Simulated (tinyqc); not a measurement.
Worked calculation (part 1 of 2): CCSD on RHF in the sto-6g basis, frozen core, for BeH2, spin multiplicity 1. Computed by tinyqc, a small Python program that keeps every step (integrals from PySCF). Settings: charge = 0, multiplicity = 1, basis = sto-6g, method = RHF, frozen orbitals = 1, energy threshold = 1e-10, iteration cap = 60, orthogonalisation = symmetric, start = atomic densities, DIIS depth = 6, amplitude equations = CCSD, DIIS depth for amplitudes = 0, cap on updates = 83. Command: `OMP_NUM_THREADS=1 python tinyqc.py 20576 20577 out.jsonl` (the two numbers bound the seeds that draw the settings). One thread of a shared host (Intel(R) Xeon(R) Processor @ 2.60GHz), about 0.4 s of CPU time with the checks. The early iterations of the SCF are left out here.

## One-electron integrals

Geometry (angstrom):
```
atom         x          y         z
Be    0.000000   0.000000  0.000000
H     0.000000   1.224000  0.131000
H     0.000000  -1.224000  0.131000
```

Basis sto-6g: exponents (1/bohr^2) and contraction coefficients of normalised primitives:
```
element  l (shell)    exponent  coefficient
Be           s (1)  312.870494     0.009164
Be           s (1)   57.364463     0.049361
Be           s (1)   16.048509     0.168538
Be           s (1)    5.513096     0.370563
Be           s (1)    2.140897     0.416492
Be           s (1)    0.881739     0.130334
Be           s (2)   13.633247    -0.013253
Be           s (2)    2.698375    -0.046992
Be           s (2)    0.838653    -0.033785
Be           s (2)    0.322660     0.250242
Be           s (2)    0.140131     0.595117
Be           s (2)    0.064233     0.240706
Be           p (3)   13.633247     0.003760
Be           p (3)    2.698375     0.037679
Be           p (3)    0.838653     0.173897
Be           p (3)    0.322660     0.418036
Be           p (3)    0.140131     0.425860
Be           p (3)    0.064233     0.101708
H            s (1)   35.523221     0.009164
H            s (1)    6.513144     0.049361
H            s (1)    1.822143     0.168538
H            s (1)    0.625955     0.370563
H            s (1)    0.243077     0.416492
H            s (1)    0.100112     0.130334
```

Overlap, kinetic and nuclear-attraction integrals over the contracted functions; the nuclear repulsion is the sum of Za Zb / Rab.

nuclear repulsion = 3.65520145 hartree

overlap S, order 1Be 1s, 1Be 2s, 1Be 2px, 1Be 2py, 1Be 2pz, 2H 1s, 3H 1s:
```
[[1.000000, 0.254764, 0.000000, 0.000000, 0.000000, 0.091570, 0.091570],
 [0.254764, 1.000000, 0.000000, 0.000000, 0.000000, 0.505109, 0.505109],
 [0.000000, 0.000000, 1.000000, 0.000000, 0.000000, 0.000000, 0.000000],
 [0.000000, 0.000000, 0.000000, 1.000000, 0.000000, 0.549954, -0.549954],
 [0.000000, 0.000000, 0.000000, 0.000000, 1.000000, 0.058859, 0.058859],
 [0.091570, 0.505109, 0.000000, 0.549954, 0.058859, 1.000000, 0.057124],
 [0.091570, 0.505109, 0.000000, -0.549954, 0.058859, 0.057124, 1.000000]]
```

kinetic energy T (hartree), order 1Be 1s, 1Be 2s, 1Be 2px, 1Be 2py, 1Be 2pz, 2H 1s, 3H 1s:
```
[[6.768753, -0.207382, 0.000000, 0.000000, 0.000000, -0.012342, -0.012342],
 [-0.207382, 0.220121, 0.000000, 0.000000, 0.000000, 0.086623, 0.086623],
 [0.000000, 0.000000, 0.661265, 0.000000, 0.000000, 0.000000, 0.000000],
 [0.000000, 0.000000, 0.000000, 0.661265, 0.000000, 0.228781, -0.228781],
 [0.000000, 0.000000, 0.000000, 0.000000, 0.661265, 0.024486, 0.024486],
 [-0.012342, 0.086623, 0.000000, 0.228781, 0.024486, 0.768522, -0.010512],
 [-0.012342, 0.086623, 0.000000, -0.228781, 0.024486, -0.010512, 0.768522]]
```

nuclear attraction V (hartree), order 1Be 1s, 1Be 2s, 1Be 2px, 1Be 2py, 1Be 2pz, 2H 1s, 3H 1s:
```
[[-15.574550, -1.869715, 0.000000, 0.000000, -0.004771, -0.743138, -0.743138],
 [-1.869715, -3.084148, 0.000000, 0.000000, -0.034340, -1.561137, -1.561137],
 [0.000000, 0.000000, -2.998591, 0.000000, 0.000000, 0.000000, 0.000000],
 [0.000000, 0.000000, 0.000000, -3.252010, 0.000000, -1.671173, 1.671173],
 [-0.004771, -0.034340, 0.000000, 0.000000, -3.001493, -0.183777, -0.183777],
 [-0.743138, -1.561137, 0.000000, -1.671173, -0.183777, -3.154365, -0.200350],
 [-0.743138, -1.561137, 0.000000, 1.671173, -0.183777, -0.200350, -3.154365]]
```

core Hamiltonian H = T + V (hartree), order 1Be 1s, 1Be 2s, 1Be 2px, 1Be 2py, 1Be 2pz, 2H 1s, 3H 1s:
```
[[-8.805797, -2.077097, 0.000000, 0.000000, -0.004771, -0.755479, -0.755479],
 [-2.077097, -2.864027, 0.000000, 0.000000, -0.034340, -1.474513, -1.474513],
 [0.000000, 0.000000, -2.337325, 0.000000, 0.000000, 0.000000, 0.000000],
 [0.000000, 0.000000, 0.000000, -2.590744, 0.000000, -1.442392, 1.442392],
 [-0.004771, -0.034340, 0.000000, 0.000000, -2.340228, -0.159292, -0.159292],
 [-0.755479, -1.474513, 0.000000, -1.442392, -0.159292, -2.385843, -0.210863],
 [-0.755479, -1.474513, 0.000000, 1.442392, -0.159292, -0.210863, -2.385843]]
```

## Two-electron integrals

Functions are numbered as in S; the eight-fold symmetry (ij|kl) = (ji|kl) = (kl|ij) leaves the list below.

Two-electron integrals (ij|kl) in chemists' order, unique and non-zero (hartree):
```
(11|11) 2.299996    (21|11) 0.361879    (21|21) 0.071926    (22|11) 0.570332
(22|21) 0.139654    (22|22) 0.417773    (31|31) 0.015252    (32|31) 0.022555
(32|32) 0.092340    (33|11) 0.570332    (33|21) 0.139654    (33|22) 0.417773
(33|33) 0.450117    (41|41) 0.015252    (42|41) 0.022555    (42|42) 0.092340
(43|43) 0.024258    (44|11) 0.570332    (44|21) 0.139654    (44|22) 0.417773
(44|33) 0.401601    (44|44) 0.450117    (51|51) 0.015252    (52|51) 0.022555
(52|52) 0.092340    (53|53) 0.024258    (54|54) 0.024258    (55|11) 0.570332
(55|21) 0.139654    (55|22) 0.417773    (55|33) 0.401601    (55|44) 0.401601
(55|55) 0.450117    (61|11) 0.135403    (61|21) 0.026042    (61|22) 0.050032
(61|33) 0.049627    (61|41) 0.002542    (61|42) 0.004812    (61|44) 0.050829
(61|51) 0.000272    (61|52) 0.000515    (61|54) 0.000129    (61|55) 0.049641
(61|61) 0.009966    (62|11) 0.259763    (62|21) 0.064230    (62|22) 0.202080
(62|33) 0.195250    (62|41) 0.008924    (62|42) 0.047832    (62|44) 0.215506
(62|51) 0.000955    (62|52) 0.005119    (62|54) 0.002168    (62|55) 0.195482
(62|61) 0.025385    (62|62) 0.134137    (63|31) 0.006973    (63|32) 0.029683
(63|43) 0.008841    (63|53) 0.000946    (63|63) 0.014201    (64|11) 0.257028
(64|21) 0.064498    (64|22) 0.212477    (64|33) 0.200139    (64|41) 0.014716
(64|42) 0.075312    (64|44) 0.236935    (64|51) 0.000829    (64|52) 0.004884
(64|54) 0.002992    (64|55) 0.200358    (64|61) 0.027026    (64|62) 0.161920
(64|64) 0.204936    (65|11) 0.027509    (65|21) 0.006903    (65|22) 0.022741
(65|33) 0.021420    (65|41) 0.000829    (65|42) 0.004884    (65|44) 0.023466
(65|51) 0.007061    (65|52) 0.030205    (65|54) 0.009060    (65|55) 0.023336
(65|61) 0.002892    (65|62) 0.017330    (65|64) 0.020414    (65|65) 0.016386
(66|11) 0.423680    (66|21) 0.106981    (66|22) 0.369794    (66|33) 0.343477
(66|41) 0.019524    (66|42) 0.126415    (66|44) 0.421533    (66|51) 0.002090
(66|52) 0.013530    (66|54) 0.008354    (66|55) 0.344371    (66|61) 0.044202
(66|62) 0.298532    (66|64) 0.385802    (66|65) 0.041291    (66|66) 0.774999
(71|11) 0.135403    (71|21) 0.026042    (71|22) 0.050032    (71|33) 0.049627
(71|41) -0.002542   (71|42) -0.004812   (71|44) 0.050829    (71|51) 0.000272
(71|52) 0.000515    (71|54) -0.000129   (71|55) 0.049641    (71|61) 0.009054
(71|62) 0.021231    (71|64) 0.020247    (71|65) 0.002423    (71|66) 0.034500
(71|71) 0.009966    (72|11) 0.259763    (72|21) 0.064230    (72|22) 0.202080
(72|33) 0.195250    (72|41) -0.008924   (72|42) -0.047832   (72|44) 0.215506
(72|51) 0.000955    (72|52) 0.005119    (72|54) -0.002168   (72|55) 0.195482
(72|61) 0.021231    (72|62) 0.077529    (72|64) 0.072339    (72|65) 0.009836
(72|66) 0.130123    (72|71) 0.025385    (72|72) 0.134137    (73|31) 0.006973
(73|32) 0.029683    (73|43) -0.008841   (73|53) 0.000946    (73|63) 0.006915
(73|73) 0.014201    (74|11) -0.257028   (74|21) -0.064498   (74|22) -0.212477
(74|33) -0.200139   (74|41) 0.014716    (74|42) 0.075312    (74|44) -0.236935
(74|51) -0.000829   (74|52) -0.004884   (74|54) 0.002992    (74|55) -0.200358
(74|61) -0.020247   (74|62) -0.072339   (74|64) -0.062674   (74|65) -0.009011
(74|66) -0.116902   (74|71) -0.027026   (74|72) -0.161920   (74|74) 0.204936
(75|11) 0.027509    (75|21) 0.006903    (75|22) 0.022741    (75|33) 0.021420
(75|41) -0.000829   (75|42) -0.004884   (75|44) 0.023466    (75|51) 0.007061
(75|52) 0.030205    (75|54) -0.009060   (75|55) 0.023336    (75|61) 0.002423
(75|62) 0.009836    (75|64) 0.009011    (75|65) 0.008133    (75|66) 0.017018
(75|71) 0.002892    (75|72) 0.017330    (75|74) -0.020414   (75|75) 0.016386
(76|11) 0.035783    (76|21) 0.008592    (76|22) 0.024808    (76|33) 0.024346
(76|44) 0.025663    (76|51) 0.000236    (76|52) 0.001051    (76|55) 0.024415
(76|61) 0.003105    (76|62) 0.012433    (76|64) 0.013343    (76|65) 0.001739
(76|66) 0.023668    (76|71) 0.003105    (76|72) 0.012433    (76|74) -0.013343
(76|75) 0.001739    (76|76) 0.001516    (77|11) 0.423680    (77|21) 0.106981
(77|22) 0.369794    (77|33) 0.343477    (77|41) -0.019524   (77|42) -0.126415
(77|44) 0.421533    (77|51) 0.002090    (77|52) 0.013530    (77|54) -0.008354
(77|55) 0.344371    (77|61) 0.034500    (77|62) 0.130123    (77|64) 0.116902
(77|65) 0.017018    (77|66) 0.216021    (77|71) 0.044202    (77|72) 0.298532
(77|74) -0.385802   (77|75) 0.041291    (77|76) 0.023668    (77|77) 0.774999
```

## Orthogonalisation

S = U s U^T; symmetric (Loewdin) form X = U s^(-1/2) U^T, so that X^T S X = 1.

eigenvalues of S: [0.193161, 0.295674, 0.916836, 1.000000, 1.009190, 1.749715, 1.835424]

X, order 1Be 1s, 1Be 2s, 1Be 2px, 1Be 2py, 1Be 2pz, 2H 1s, 3H 1s:
```
[[1.026649, -0.145301, 0.000000, 0.000000, -0.001425, 0.008795, 0.008795],
 [-0.145301, 1.327442, 0.000000, 0.000000, 0.034793, -0.369912, -0.369912],
 [0.000000, 0.000000, 1.000000, 0.000000, 0.000000, 0.000000, 0.000000],
 [0.000000, 0.000000, 0.000000, 1.487771, 0.000000, -0.536799, 0.536799],
 [-0.001425, 0.034793, 0.000000, 0.000000, 1.004010, -0.042746, -0.042746],
 [0.008795, -0.369912, 0.000000, -0.536799, -0.042746, 1.401207, -0.142323],
 [0.008795, -0.369912, 0.000000, 0.536799, -0.042746, -0.142323, 1.401207]]
```

## Iteration 7 (converged): orbitals

converged F (hartree), order 1Be 1s, 1Be 2s, 1Be 2px, 1Be 2py, 1Be 2pz, 2H 1s, 3H 1s:
```
[[-4.585441, -1.249750, 0.000000, 0.000000, 0.001920, -0.455113, -0.455113],
 [-1.249750, -0.624086, 0.000000, 0.000000, -0.028808, -0.459320, -0.459320],
 [0.000000, 0.000000, 0.205424, 0.000000, 0.000000, 0.000000, 0.000000],
 [0.000000, 0.000000, 0.000000, -0.280809, 0.000000, -0.346702, 0.346702],
 [0.001920, -0.028808, 0.000000, 0.000000, 0.201415, -0.030767, -0.030767],
 [-0.455113, -0.459320, 0.000000, -0.346702, -0.030767, -0.368702, -0.080304],
 [-0.455113, -0.459320, 0.000000, 0.346702, -0.030767, -0.080304, -0.368702]]
```

Diagonalise F' = X^T F X, C = X C', fill 3 alpha and 3 beta electrons from the bottom; D = 2 C_occ C_occ^T. Each column has its largest component positive (the first on a tie).

F' = X^T F X (hartree):
```
[[-4.487583, -0.635298, 0.000000, 0.000000, 0.004619, -0.105161, -0.105161],
 [-0.635298, -0.033819, 0.000000, 0.000000, 0.013797, -0.368025, -0.368025],
 [0.000000, 0.000000, 0.205424, 0.000000, 0.000000, 0.000000, 0.000000],
 [0.000000, 0.000000, 0.000000, 0.319787, 0.000000, -0.532761, 0.532761],
 [0.004619, 0.013797, 0.000000, 0.000000, 0.206637, -0.039160, -0.039160],
 [-0.105161, -0.368025, 0.000000, -0.532761, -0.039160, 0.137132, -0.162996],
 [-0.105161, -0.368025, 0.000000, 0.532761, -0.039160, -0.162996, 0.137132]]
```

orbital energies (hartree): [-4.587109, -0.477096, -0.443544, 0.200986, 0.205424, 0.522590, 1.063459]

coefficients C, order 1Be 1s, 1Be 2s, 1Be 2px, 1Be 2py, 1Be 2pz, 2H 1s, 3H 1s:
```
[[0.994561, -0.224202, 0.000000, 0.037935, 0.000000, -0.185528, 0.000000],
 [0.021378, 0.523858, 0.000000, -0.188823, 0.000000, 1.321951, 0.000000],
 [0.000000, 0.000000, 0.000000, 0.000000, 1.000000, 0.000000, 0.000000],
 [0.000000, 0.000000, 0.504840, 0.000000, 0.000000, 0.000000, 1.592139],
 [-0.000161, 0.026052, 0.000000, 0.982745, 0.000000, 0.215492, 0.000000],
 [-0.001090, 0.401202, 0.399692, 0.069655, 0.000000, -0.874824, -1.148756],
 [-0.001090, 0.401202, -0.399692, 0.069655, 0.000000, -0.874824, 1.148756]]
```

D after iteration 7, order 1Be 1s, 1Be 2s, 1Be 2px, 1Be 2py, 1Be 2pz, 2H 1s, 3H 1s:
```
[[2.078835, -0.192376, 0.000000, 0.000000, -0.012003, -0.182069, -0.182069],
 [-0.192376, 0.549769, 0.000000, 0.000000, 0.027288, 0.420300, 0.420300],
 [0.000000, 0.000000, 0.000000, 0.000000, 0.000000, 0.000000, 0.000000],
 [0.000000, 0.000000, 0.000000, 0.509727, 0.000000, 0.403561, -0.403561],
 [-0.012003, 0.027288, 0.000000, 0.000000, 0.001357, 0.020905, 0.020905],
 [-0.182069, 0.420300, 0.000000, 0.403561, 0.020905, 0.641437, 0.002422],
 [-0.182069, 0.420300, 0.000000, -0.403561, 0.020905, 0.002422, 0.641437]]
```

## Convergence

Stop when the energy changes by less than 1e-10 hartree and every element of the error matrix X^T (F D S - S D F) X is below 3e-06.

Course of the cycle:
```
iteration   E (hartree)     change  largest element of the error matrix
1          -15.63905268          -                             4.68e-01
2          -15.70892629  -6.99e-02                             9.60e-02
3          -15.72152747  -1.26e-02                             1.50e-02
4          -15.72199261  -4.65e-04                             8.30e-04
5          -15.72199470  -2.08e-06                             1.64e-04
6          -15.72199478  -8.13e-08                             2.33e-06
7          -15.72199478  -1.01e-11                             1.84e-07
```

PySCF RHF in the same basis = -15.72199478 hartree

Converged in 7 iterations.

## Integrals over molecular orbitals

(pq|rs) = sum C_ip C_jq C_kr C_ls (ij|kl), one index at a time.

one-electron integrals over orbitals h = C^T H C (hartree):
```
[[-8.796489, 0.234519, 0.000000, -0.046165, 0.000000, 0.188960, 0.000000],
 [0.234519, -2.553563, 0.000000, -0.002318, 0.000000, -0.144080, 0.000000],
 [0.000000, 0.000000, -2.519396, 0.000000, 0.000000, 0.000000, -0.247878],
 [-0.046165, -0.002318, 0.000000, -2.332030, 0.000000, -0.041472, 0.000000],
 [0.000000, 0.000000, 0.000000, 0.000000, -2.337325, 0.000000, 0.000000],
 [0.188960, -0.144080, 0.000000, -0.041472, 0.000000, -1.941158, 0.000000],
 [0.000000, 0.000000, -0.247878, 0.000000, 0.000000, 0.000000, -1.755259]]
```

Two-electron integrals over orbitals (pq|rs), unique and non-zero (hartree); the lowest 1 orbital is frozen and left out:
```
(22|22) 0.411553    (32|32) 0.166807    (33|22) 0.424555    (33|33) 0.447017
(42|22) 0.011190    (42|33) 0.009476    (42|42) 0.049734    (43|32) 0.008629
(43|43) 0.016391    (44|22) 0.374142    (44|33) 0.364938    (44|42) -0.019730
(44|44) 0.453786    (52|52) 0.050108    (53|53) 0.015646    (54|52) -0.007646
(54|54) 0.025395    (55|22) 0.376382    (55|33) 0.365855    (55|42) -0.005052
(55|44) 0.401263    (55|55) 0.450117    (62|22) -0.028860   (62|33) -0.050965
(62|42) -0.001466   (62|44) 0.041847    (62|55) 0.045086    (62|62) 0.076326
(63|32) -0.096016   (63|43) -0.007013   (63|63) 0.081720    (64|22) 0.004692
(64|33) -0.000835   (64|42) 0.042984    (64|44) -0.006661   (64|55) 0.003519
(64|62) 0.015321    (64|64) 0.046657    (65|52) 0.047115    (65|54) -0.005641
(65|65) 0.050781    (66|22) 0.410358    (66|33) 0.419307    (66|42) 0.022348
(66|44) 0.370093    (66|55) 0.375720    (66|62) -0.034377   (66|64) 0.014447
(66|66) 0.427998    (72|32) -0.048719   (72|43) -0.009894   (72|63) 0.060991
(72|72) 0.057553    (73|22) -0.012419   (73|33) -0.025830   (73|42) -0.014811
(73|44) 0.053215    (73|55) 0.052326    (73|62) 0.069699    (73|64) 0.003605
(73|66) -0.031474   (73|73) 0.080981    (74|32) -0.025187   (74|43) 0.012837
(74|63) 0.014035    (74|72) 0.003210    (74|74) 0.020583    (75|53) 0.013805
(75|75) 0.016043    (76|32) 0.141927    (76|43) 0.010001    (76|63) -0.095442
(76|72) -0.060485   (76|74) -0.021312   (76|76) 0.138596    (77|22) 0.440946
(77|33) 0.460476    (77|42) 0.001423    (77|44) 0.398010    (77|55) 0.396099
(77|62) -0.045933   (77|64) -0.007331   (77|66) 0.446883    (77|73) -0.020567
(77|77) 0.504092
```

## CCSD: starting amplitudes

t_ij^ab = <ij||ab> / (e_i + e_j - e_a - e_b), whose energy is MP2.

Starting amplitudes (spin orbitals 1a, 1b, ...; amplitudes related by a flip of all spins are not repeated):
```
from      to          t
3a 3b  6a 6b  -0.042292
2a 2b  6a 6b  -0.038175
2a 2b  5a 5b  -0.036708
2a 2b  4a 4b  -0.036673
2a 3b  6a 7b  -0.027805
3a 3b  7a 7b  -0.026868
2a 3b  6b 7a   0.024331
2a 2b  7a 7b  -0.018679
3a 3b  4a 4b  -0.012716
3a 3b  5a 5b  -0.012055
2a 3b  4a 7b   0.006778
2a 3b  4b 7a  -0.004528
3a 3b  4a 6b   0.004354
2a 3a  6a 7a  -0.003474
2a 3a  4a 7a   0.002251
2a 2b  4a 6b   0.000874
```

correlation energy = -0.02096156 hartree

## CCSD: amplitude update 1

t_i^a D_i^a and t_ij^ab D_ij^ab are set to the remaining terms of the spin-orbital equations, evaluated with the old amplitudes; for the doubles these are <ij||ab> + 1/2 <ab||ef> t_ij^ef + 1/2 <mn||ij> t_mn^ab + P(ij)P(ab) <mb||ej> t_im^ae + terms in t^2 + terms with t1, D the orbital-energy denominators.

Amplitudes after update 1 (spin orbitals 1a, 1b, ...; amplitudes related by a flip of all spins are not repeated):
```
from      to          t
3a 3b  6a 6b  -0.056551
2a 2b  6a 6b  -0.048945
2a 2b  5a 5b  -0.047166
2a 2b  4a 4b  -0.047047
2a 3b  6a 7b  -0.037572
3a 3b  7a 7b  -0.033674
2a 3b  6b 7a   0.033607
2a 2b  7a 7b  -0.023623
3a 3b  4a 4b  -0.011295
3a 3b  5a 5b  -0.010045
2a 3b  4a 7b   0.008919
3a 3b  4a 6b   0.007208
2a 3b  4b 7a  -0.006246
2a        6a   0.004416
2a 3a  6a 7a  -0.003965
2a 3a  4a 7a   0.002673
2a        4a  -0.002543
2a 2b  4a 6b   0.001189
3a        7a  -0.001179
```

correlation energy = -0.02741279 hartree

## CCSD: amplitude update 2

As before.

Amplitudes after update 2 (spin orbitals 1a, 1b, ...; amplitudes related by a flip of all spins are not repeated):
```
from      to          t
3a 3b  6a 6b  -0.062554
2a 2b  6a 6b  -0.052194
2a 2b  5a 5b  -0.050994
2a 2b  4a 4b  -0.050870
2a 3b  6a 7b  -0.040589
2a 3b  6b 7a   0.036496
3a 3b  7a 7b  -0.035689
2a 2b  7a 7b  -0.025050
2a 3b  4a 7b   0.009619
3a 3b  4a 4b  -0.008940
3a 3b  4a 6b   0.008938
3a 3b  5a 5b  -0.007282
2a 3b  4b 7a  -0.006864
2a        6a   0.006768
2a        4a  -0.004357
2a 3a  6a 7a  -0.004093
2a 3a  4a 7a   0.002755
3a        7a  -0.001917
2a 2b  4a 6b   0.001370
```

correlation energy = -0.02952900 hartree

## CCSD: amplitude update 3

As before.

Amplitudes after update 3 (spin orbitals 1a, 1b, ...; amplitudes related by a flip of all spins are not repeated):
```
from      to          t
3a 3b  6a 6b  -0.065159
2a 2b  6a 6b  -0.053000
2a 2b  5a 5b  -0.052713
2a 2b  4a 4b  -0.052602
2a 3b  6a 7b  -0.041587
2a 3b  6b 7a   0.037399
3a 3b  7a 7b  -0.036238
2a 2b  7a 7b  -0.025417
2a 3b  4a 7b   0.009902
3a 3b  4a 6b   0.009875
2a        6a   0.007920
3a 3b  4a 4b  -0.007372
2a 3b  4b 7a  -0.007127
3a 3b  5a 5b  -0.005475
2a        4a  -0.005448
2a 3a  6a 7a  -0.004188
2a 3a  4a 7a   0.002775
3a        7a  -0.002361
2a 2b  4a 6b   0.001436
```

correlation energy = -0.03026446 hartree
